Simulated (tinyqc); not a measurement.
Inside a calculation. Model: two-sublattice mean-field magnet: ferrimagnet, compensation points and susceptibility. Computed by tinyqc, a small Python program that keeps every step. Command: `OMP_NUM_THREADS=1 python tinyqc.py 3018216 3018217 out.jsonl ferri walk`. One thread of a shared host (Intel(R) Xeon(R) Processor @ 2.30GHz), about 0.01 s of CPU time with the checks. Intermediate numbers are printed to about 6 digits and carried at full precision; extremes and crossings named in words are read from the listed rows.

A random alloy A(1-x)B(x) with H = -sum over pairs J S_i.S_j. a = <S_A> and b = <S_B> are taken along z, a > 0. Exchange fields: h_A = (1 - x) zJ_AA a + x zJ_AB b, h_B = (1 - x) zJ_AB a + x zJ_BB b; a = S_A B_(S_A)(S_A h_A/(k_B T)) and likewise for b, with the Brillouin function B_S(y) = [(2S + 1)/(2S)] coth[(2S + 1) y/(2S)] - [1/(2S)] coth[y/(2S)].

Inputs (values chosen for the exercise, for a model ferrimagnet):

| quantity | value | unit |
|---|---|---|
| spin S_A | 2 | - |
| spin S_B | 2.5 | - |
| fraction x of B sites | 0.39 | - |
| z J_AA | 15.1 | meV |
| z J_BB | 0.93 | meV |
| z J_AB | -3.6 | meV |
| T over T_c | 0.972 | - |
| largest number of steps | 40 | - |

Constants: k_B = 8.617333262e-05 eV/K.

## Ordering temperature

Linearised, T (a, b) = M (a, b) with M_ij = S_i (S_i + 1) c_j zJ_ij/(3 k_B), c_A = 1 - x, c_B = x. T_c is the larger eigenvalue, and its eigenvector gives b/a at onset, (T_c - M_AA)/M_AB.

M (K):
```
         A        B
A  213.778  -32.585
B  -74.327   12.276
```

eigenvalues (K): 0.899  225.156

T_c = 225.156 K

b/a at onset = -0.349150

T = 218.851 K

The antiferromagnetic A-B coupling raises T_c by 11 K over that of A alone.

## First step

Start from a = S_A, b = -S_B and apply the equations once.

h_A = 21.932 meV

h_B = -5.29875 meV

new a = 1.56027

new b = -0.782109

## Self-consistent moments

Repeat from a = S_A, b = -S_B until a and b change by less than 1e-10.

Iteration:

| step | a | b | largest change |
|---|---|---|---|
| 1 | 2.00000 | -2.50000 | 1.71789e+00 |
| 2 | 1.56027 | -0.78211 | 2.62833e-01 |
| 3 | 1.29744 | -0.56052 | 1.57104e-01 |
| 4 | 1.14034 | -0.46462 | 1.05929e-01 |
| 5 | 1.03441 | -0.40831 | 7.70341e-02 |
| 6 | 0.95737 | -0.37047 | 5.89166e-02 |
| ... | ... | ... | ... |
| 35 | 0.55500 | -0.20006 | 2.40334e-03 |
| 36 | 0.55260 | -0.19914 | 2.24193e-03 |
| 37 | 0.55036 | -0.19828 | 2.09302e-03 |
| 38 | 0.54826 | -0.19747 | 1.95545e-03 |
| 39 | 0.54631 | -0.19673 | 1.82818e-03 |
| 40 | 0.54448 | -0.19603 | 1.71029e-03 |

a = 0.542769

b = -0.195370

last change = 0.00171029

Not converged within the cap: the change shrinks by only 0.936 a step, since near T_c the map has a slope close to 1. The error left is about 0.027.

Reruns converge with largest number of steps = 3000. Reruns still fail with largest number of steps = 80.
